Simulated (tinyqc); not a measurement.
From results back to parameters: free-carrier optics of a doped semiconductor (Drude model with one polar phonon). Two cases, with inputs chosen for the exercise.

Problem. The upper coupled mode solves E^4 - (wL^2 + Ep^2) E^2 + Ep^2 wT^2 = 0 with wL = wT sqrt(es/ei); N is hidden.

eps(E) = ei [1 - Ep^2/(E^2 + i E Gam)] + (es - ei) wT^2/(wT^2 - E^2 - i E gT), with Ep^2 = 8 pi c (e^2/(4 pi eps0)) N/(m ei), c = hbar^2/2m0, N in 1/angstrom^3 (1e-24 per 1/cm^3); Gam = hbar/tau, tau = mu m m0/e with m0/e = 5.685630e-12 kg/C and mu in m^2/(V s). Energies in meV.

Constants: hbar^2/2m0 = 3.80998211 eV angstrom^2; e^2/(4 pi eps0) = 14.39964547 eV angstrom.

Find: Ep; N; L-.

Method. Ep^2 = L+^2 (L+^2 - wL^2)/(L+^2 - wT^2); the product of the roots gives L- = Ep wT/L+.

Case 1.

Values chosen (mass and dielectric values near those of GaAs; N and mu are free inputs; interband absorption and the rise of the mass with filling are left out; the results hold for these values, not for the real material):
- m = 0.071 m0 (conductivity mass)
- ei = 10.62 (high-frequency dielectric constant)
- wT = 33.4 meV (TO phonon)
- es = 12.38 (static dielectric constant)

L+ = 88.8574 meV

Solution.

Ep = 87.64 meV
N = 4.20e+18 1/cm^3
L- = 32.94 meV

Case 2.

Values chosen (mass and dielectric values near those of InAs; N and mu are free inputs; interband absorption and the rise of the mass with filling are left out; the results hold for these values, not for the real material):
- m = 0.0256 m0 (conductivity mass)
- ei = 12.35 (high-frequency dielectric constant)
- wT = 27.5 meV (TO phonon)
- es = 15.48 (static dielectric constant)

L+ = 34.4150 meV

Solution.

Ep = 25.58 meV
N = 1.50e+17 1/cm^3
L- = 20.44 meV

Computed by tinyqc, one run a case: `OMP_NUM_THREADS=1 python tinyqc.py N N+1 out.jsonl` with N = 1680560, 1680691; one thread of a shared Intel(R) Xeon(R) Processor @ 2.30GHz, about 0.01 s a run at most.
